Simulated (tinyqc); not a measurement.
## Lossy on-chip transmission line with skin effect: effect of the load resistance

A uniform line in a homogeneous dielectric: c = sqrt(er)/(c0 Z0), l = Z0 sqrt(er)/c0 (c0 = 299792458 m/s), g = w c td, w = 2 pi f. The resistance joins its limits as r = sqrt(r_dc^2 + r_hf^2), with r_dc = rho/(wd th), r_hf = kr rho/(2 delta (wd + th)), delta = sqrt(rho/(pi f mu0)), mu0 = 4 pi 1e-7 H/m; this is an interpolation, and internal inductance, up to 0.05 nH/mm at low frequency, is neglected.

gamma = sqrt((r + i w l)(g + i w c)) = alpha + i beta, Zc = sqrt((r + i w l)/(g + i w c)), roots with positive real part; loss 8.685889638 alpha in dB; phase velocity w/beta. ZL = 1/(1/RL + i w CL); reflection (ZL - Zc)/(ZL + Zc); Zin = Zc (ZL + Zc tanh(gamma len))/(Zc + ZL tanh(gamma len)); H = V_load/V_source = [Zin/(Zin + Rg)]/[cosh(gamma len) + (Zc/ZL) sinh(gamma len)].

Inputs (values chosen for the exercise):
- wd = 1.9 um (width of the strip)
- th = 1.9 um (thickness of the strip)
- rho = 2.2 uohm cm (resistivity)
- er = 3.5 (relative permittivity)
- td = 0 (loss tangent)
- Z0 = 75 ohm (lossless impedance sqrt(l/c))
- kr = 2 (factor for crowding and the return path)
- len = 2.1 mm (length)
- Rg = 100 ohm (source resistance)
- CL = 0 fF (load capacitance)
- f = 4.9 GHz (frequency)

The same in every row: r (ohm/mm) = 8.1616; r/(w l) = 0.56640; loss (dB/mm) = 0.45590; |Zc| (ohm) = 80.403; phase velocity over c0 = 0.51563; length in wavelengths = 0.066567.

Effect of the load resistance:

| RL (ohm) | \|H\| (dB) |
|---|---|
| 10 | -21.859 |
| 25 | -14.939 |
| 50 | -10.421 |
| 75 | -8.1868 |
| 150 | -5.1828 |
| 500 | -2.2445 |
| 10000 | -0.70784 |

As RL goes from 10 to 10000, the loss stays at 0.456 dB/mm, |Zc| stays at 80.4 ohm and |H| goes from -21.9 to -0.708 dB, with its highest value among the rows, -0.708 dB, at RL = 10000.

Computed by the program tinyqc: `OMP_NUM_THREADS=1 python tinyqc.py 2810163 2810164 out.jsonl`, one thread of a shared Intel Xeon 2.30GHz, about 0.01 s for the whole run.
